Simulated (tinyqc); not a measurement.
Effective mass of the light-hole band from tabulated energies: one step. The non-parabolic form. Four cases, with inputs chosen for the exercise.

Task: E (1 + alpha E) = c k^2/m means that y = c k^2/E is a straight line in E with intercept m and slope m alpha. Fit the line by unweighted least squares over points 1 to 8, E in eV.

c = hbar^2/2m0.
Constants: hbar^2/2m0 = 3.80998211 eV angstrom^2.

Case 1.

Energies along [110], from the band edge downward:
```
k (1/angstrom)    E (meV)
0.0000000        0.000000
0.0039000        1.392600
0.0078000        5.518800
0.0117000       12.226800
0.0156000       21.275000
0.0195000       32.346200
0.0234000       45.065800
0.0273000       59.023000
0.0312000       73.794100
```

reference mass (curvature of the model at k = 0.0001 1/angstrom) = 0.0414824 m0

Case 2.

Energies along [110], from the band edge downward:
```
k (1/angstrom)    E (meV)
0.0000000        0.000000
0.0021000        1.125200
0.0042000        4.429500
0.0063000        9.717800
0.0084000       16.719200
0.0105000       25.137700
0.0126000       34.690900
0.0147000       45.130700
0.0168000       56.249500
```

reference mass (curvature of the model at k = 0.0001 1/angstrom) = 0.0148506 m0

Case 3.

Energies along [110], from the band edge downward:
```
k (1/angstrom)     E (meV)
0.0000000         0.000000
0.0066000         2.062800
0.0132000         8.168800
0.0198000        18.075400
0.0264000        31.393000
0.0330000        47.605800
0.0396000        66.101000
0.0462000        86.206600
0.0528000       107.241300
```

reference mass (curvature of the model at k = 0.0001 1/angstrom) = 0.0801859 m0

Case 4.

Energies along [110], from the band edge downward:
```
k (1/angstrom)    E (meV)
0.0000000        0.000000
0.0033000        1.571000
0.0066000        6.198000
0.0099000       13.639300
0.0132000       23.538600
0.0165000       35.475500
0.0198000       49.008500
0.0231000       63.705800
0.0264000       79.163000
```

reference mass (curvature of the model at k = 0.0001 1/angstrom) = 0.0262873 m0

Give: y; m; alpha.

Result:

Case 1.

y (m0): [0.04161, 0.04200, 0.04266, 0.04358, 0.04479, 0.04629, 0.04811, 0.05026]

m = 0.04122 m0
alpha = 2.862 1/eV

The intercept errs by -0.64 %. For this band the scale of alpha is set by Dso = 0.287 eV as well as by the gap.

Case 2.

y (m0): [0.01493, 0.01517, 0.01556, 0.01608, 0.01671, 0.01744, 0.01824, 0.01912]

m = 0.01483 m0
alpha = 5.112 1/eV

The intercept errs by -0.17 %. For this band the scale of alpha is set by Dso = 0.817 eV as well as by the gap.

Case 3.

y (m0): [0.08046, 0.08127, 0.08264, 0.08459, 0.08715, 0.09039, 0.09433, 0.09904]

m = 0.07950 m0
alpha = 2.189 1/eV

The intercept errs by -0.85 %. For this band the scale of alpha is set by Dso = 0.348 eV as well as by the gap.

Case 4.

y (m0): [0.02641, 0.02678, 0.02738, 0.02820, 0.02924, 0.03048, 0.03191, 0.03354]

m = 0.02614 m0
alpha = 3.488 1/eV

The intercept errs by -0.56 %. For this band the scale of alpha is set by Dso = 0.396 eV as well as by the gap.

Computed by tinyqc, one run a case: `OMP_NUM_THREADS=1 python tinyqc.py N N+1 out.jsonl` with N = 1850966, 1850997, 1880157, 1880217; one thread of a shared Intel(R) Xeon(R) Processor @ 2.30GHz, about 0.01 s a run at most.
